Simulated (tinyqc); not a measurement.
## Long-channel MOSFET, surface-potential model: effect of the temperature

n-channel transistor on a uniformly doped p-type body, gradual-channel approximation, constant mobility, Boltzmann statistics, full ionisation. Potentials are counted from the neutral body; V is the electron quasi-Fermi potential, Vsb at the source and Vsb + Vds at the drain. Charges are magnitudes per area.

Nc and Nv are given at 300 K and scale as (T/300 K)^1.5; Eg, Vfb and mu are held fixed. ni = sqrt(Nc Nv) exp(-Eg/(2 Vt)), Eg in volts; phiF = Vt ln(Na/ni); Cox = eps0 eox/tox; gamma = sqrt(2 q eps0 eps_r Na)/Cox. The surface potential psi at channel potential V solves Vgs + Vsb - Vfb - psi = gamma sqrt(G), G = psi - Vt + Vt exp((psi - 2 phiF - V)/Vt). Charge sheet: Qi = Cox gamma [sqrt(G) - sqrt(psi - Vt)]; I = mu (W/L) [integral of Qi dpsi from psi_0 to psi_L (drift) + Vt (Qi0 - QiL) (diffusion)], with psi_0 at V = Vsb and psi_L at V = Vsb + Vds. VT = Vfb + 2 phiF + gamma sqrt(2 phiF + Vsb), m = 1 + gamma/(2 sqrt(2 phiF + Vsb)). The swing is 20 mV/log10[I(VT - 0.14 V)/I(VT - 0.16 V)] of the charge-sheet current at the given Vds.

Values chosen for this exercise; material values close to those of silicon: band gap Eg = 1.1 eV; relative permittivity of the semiconductor eps_r = 11.8; conduction-band density of states at the reference temperature Nc = 2.86e19 cm^-3; valence-band density of states at the reference temperature Nv = 2.67e19 cm^-3; acceptor density of the body Na = 3.7e17 cm^-3; relative permittivity of the gate insulator eox = 7.76; insulator thickness tox = 38 nm; flat-band voltage Vfb = -0.97 V; channel mobility mu = 150 cm^2/(V s); gate width W = 10 um; gate length L = 2 um; source-body reverse bias Vsb = 0 V; gate-source voltage Vgs = 1.85 V; drain-source voltage Vds = 0.05 V.

Constants: q = 1.602176634e-19 C, kB = 1.380649e-23 J/K, Vt = kB T/q, eps0 = 8.8541878128e-14 F/cm where lengths are in cm. Results are converted to the units shown.

The same in every row: gamma (V^0.5) = 1.947.

Result of one run:

| VT (V) | m | swing (mV/decade) | I at Vgs, Vds (uA) |
|---|---|---|---|
| 1.829 | 2.011 | 105.1 | 0.1001 |

Which temperature T gave this result: 250, 310, 400 or 430 K?

T = 250 K.

The whole series:

| T (K) | VT (V) | m | swing (mV/decade) | I at Vgs, Vds (uA) |
|---|---|---|---|---|
| 220 | 1.885 | 1.996 | 90.99 | 0.02572 |
| 250 | 1.829 | 2.011 | 105.1 | 0.1001 |
| 280 | 1.770 | 2.028 | 120.0 | 0.2493 |
| 310 | 1.709 | 2.045 | 135.7 | 0.4645 |
| 340 | 1.646 | 2.064 | 152.4 | 0.7262 |
| 370 | 1.581 | 2.085 | 170.2 | 1.020 |
| 400 | 1.514 | 2.107 | 189.2 | 1.338 |
| 430 | 1.445 | 2.131 | 209.5 | 1.674 |

As T goes from 220 to 430 K, VT falls from 1.89 to 1.45 V, the swing rises from 91.0 to 210 mV a decade and the current rises from 0.0257 to 1.67 uA. The swing is 4.4 % above m Vt ln 10 in the first row and 15 % above it in the last. The gate voltage is below VT in 1 of the 8 rows. In every row the mobility is held fixed, though a real channel mobility changes with T and would alter the trend of the current.

Numbers from tinyqc (`OMP_NUM_THREADS=1 python tinyqc.py 2360033 2360034 out.jsonl`; about 0.03 s on one thread of a shared Intel Xeon 2.30GHz).
